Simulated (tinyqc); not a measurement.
Critical temperature from a phonon spectrum: McMillan, Allen-Dynes and the linearised Eliashberg equation: one step, computed by the program tinyqc. Command: `OMP_NUM_THREADS=1 python tinyqc.py 3026099 3026100 out.jsonl eliashberg walk`. One thread of a shared host (Intel(R) Xeon(R) Processor @ 2.30GHz), about 0.02 s of CPU time with the checks.

alpha^2 F(omega) = sum_i (lambda_i omega_i/2) delta(omega - omega_i), so that lambda = 2 int alpha^2 F/omega d omega = sum_i lambda_i.

Problem. The small kernel at the trial temperature. Linearised Eliashberg equation at omega_n = (2n + 1) pi k_B T, n = 0..N-1: lambda(j) = sum_i lambda_i omega_i^2/(omega_i^2 + (2 pi j k_B T)^2); K_mn = lambda(m - n) + lambda(m + n + 1) - 2 mu*(N) - delta_mn [2m + 1 + lambda(0) + 2 sum_(j=1..m) lambda(j)], with 1/mu*(N) = 1/mu* + ln(omega_rms/omega_N), omega_N = (2N + 1) pi k_B T. T_c is where the largest eigenvalue rho of K is zero.

Inputs (values chosen for the exercise, for a model metal):
```
quantity                                value  unit
peak energy omega_1                      12.7   meV
coupling lambda_1                       0.711     -
Coulomb pseudopotential mu*              0.13     -
trial temperature                        8.66     K
Matsubara points N in the small matrix      6     -
```

Peaks in alpha^2 F: one.

omega_rms = 12.7 meV

Constants: k_B = 8.617333262e-05 eV/K.

Give: lambda(j), j = 0, 1, ...; mu*(N); K.

Solution.

lambda(j), j = 0, 1, ...: 0.71100  0.62571  0.46012  0.31929  0.22352  0.16131  0.12036  0.09259  0.07312  0.05905  0.04859  0.04064

mu*(N) = 0.14669

K, lower triangle (symmetric):
```
        1       2       3        4        5        6
1  -0.668
2   0.792  -4.226
3   0.486   0.556  -7.304
4   0.249   0.328   0.453  -10.011
5   0.091   0.146   0.259    0.405  -12.492
6  -0.012   0.023   0.099    0.226    0.381  -14.833
```
